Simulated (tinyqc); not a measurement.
Franz-Keldysh effect at a direct gap: sweeps and comparisons. A value that a table varies takes the place of the one given here.

Parabolic bands, vertical transitions, no excitons. For each hole band j: mr = me mj/(me + mj); joint density of states J_j(E) = (mr/c)^(3/2) sqrt(E - Eg)/(2 pi^2), both spins, c = hbar^2/2m0; averaged matrix element |e.p|^2 = m0 Ep/6; alpha_j(E) = 4 pi^2 alpha_f c Ep J_j/(3 nr E) in 1/angstrom (alpha_f the fine-structure constant, listed as alpha among the constants), times 1e8 for 1/cm.

In a field Fd (1 kV/cm = 1e-5 V/angstrom) the electro-optic energy of band j is th = (c (e Fd)^2/mr)^(1/3), and sqrt(E - Eg) in J_j is replaced by pi sqrt(th) [Ai'(b)^2 - b Ai(b)^2] with b = (Eg - E)/th; Ai is the Airy function.

Constants: hbar^2/2m0 = 3.80998211 eV angstrom^2; fine-structure constant alpha = 0.007297352564.

Parameters, chosen for this exercise (near those of InP; shifted at random, so the results belong to these values and not to a real crystal):
- Eg = 1.382 eV (direct gap)
- me = 0.0765 m0 (electron mass)
- mhh = 0.586 m0 (heavy-hole mass)
- mlh = 0.0878 m0 (light-hole mass)
- Ep = 20.2 eV (Kane energy)
- nr = 3.41 (refractive index)
- Fd = 74 kV/cm (uniform field)
- det = 25 meV (detuning below the gap)

## Spectrum around the gap

Absorption (1/cm):

| E - Eg (eV) | alpha(0) | alpha(F) | change |
|---|---|---|---|
| -0.0784 | 0 | 2.270 | 2 |
| -0.0627 | 0 | 9.751 | 10 |
| -0.0470 | 0 | 38.06 | 38 |
| -0.0314 | 0 | 131.8 | 132 |
| -0.0157 | 0 | 403.2 | 403 |
| 0.0000 | 0 | 1059 | 1059 |
| 0.0157 | 3424 | 2332 | -1092 |
| 0.0314 | 4788 | 4210 | -578 |
| 0.0470 | 5794 | 6106 | 312 |
| 0.0627 | 6619 | 7182 | 562 |
| 0.0784 | 7322 | 7351 | 29 |
| 0.0941 | 7937 | 7653 | -284 |
| 0.1254 | 8972 | 9090 | 118 |
| 0.1568 | 9828 | 9884 | 56 |

How do the results move?

At the gap alpha(F) = 1059 1/cm; 62.7 meV below it 9.75 1/cm remain, the tail falling as exp(-(4/3) b^(3/2)). Among the energies listed the largest rise is 1059 1/cm at E - Eg = 0.0 meV and the largest fall -1092 1/cm at 15.7 meV. It changes sign between 0.0 and 15.7 meV, between 31.4 and 47.0 meV, between 78.4 and 94.1 meV and between 94.1 and 125.4 meV; th is 31.4 meV for heavy holes and 37.1 meV for light holes.

## Tail absorption against field

At E = Eg - det; the field takes the values listed. The last column is the length for 10 dB of loss.

Results:

| Fd (kV/cm) | th heavy (meV) | b heavy | alpha (1/cm) | length (micrometre) |
|---|---|---|---|---|
| 10 | 8.26 | 3.028 | 0.218 | 1.06e+05 |
| 20 | 13.11 | 1.907 | 7.96 | 2.89e+03 |
| 40 | 20.81 | 1.201 | 65.5 | 352 |
| 60 | 27.27 | 0.917 | 149 | 154 |
| 100 | 38.33 | 0.652 | 324 | 71.1 |
| 150 | 50.22 | 0.498 | 517 | 44.5 |
| 250 | 70.60 | 0.354 | 824 | 27.9 |
| 400 | 96.58 | 0.259 | 1.17e+03 | 19.8 |

What does this show, and why?

alpha grows by 2.8 decades from 10 to 60 kV/cm and by a factor 1.41 over the last step, where the field grows by 1.6: the exponent (4/3) b^(3/2) goes as 1/Fd, so the gain is steep only while b > 1 (deep in the tail the light-hole pair, with its smaller b, carries most of it), that is up to 40 kV/cm of those listed. Values below about 10 1/cm lie under the Urbach and exciton tails of a real crystal, left out here.

## What moves the tail

At E = Eg - det. Each row changes one parameter from the base and keeps the others.

Results:

| case | th heavy (meV) | alpha (1/cm) |
|---|---|---|
| base | 31.357 | 211.4 |
| Fd = 96.2 kV/cm | 37.351 | 307.7 |
| det = 35 meV | 31.357 | 100.0 |
| me = 0.088 m0 | 30.099 | 227.1 |
| mlh = 0.1141 m0 | 31.357 | 219.5 |
| Ep = 22.2 eV | 31.357 | 232.4 |
| nr = 3.58 | 31.357 | 201.4 |

What does this show?

The largest shifts from the base row, up to three for each result and ties (the steps differ in size, so this ranks the rows, not the parameters). th heavy (meV): Fd +5.994, me -1.258; unchanged at the printed digits by det, mlh, Ep and nr. alpha (1/cm): det -111, Fd +96.2, Ep +20.9.

Computed by tinyqc, a small Python program: `OMP_NUM_THREADS=1 python tinyqc.py 1682235 1682236 out.jsonl` (the numbers bound the seed that draws the inputs); one thread of a shared host (Intel(R) Xeon(R) Processor @ 2.30GHz), about 0.01 s for the whole set of steps.
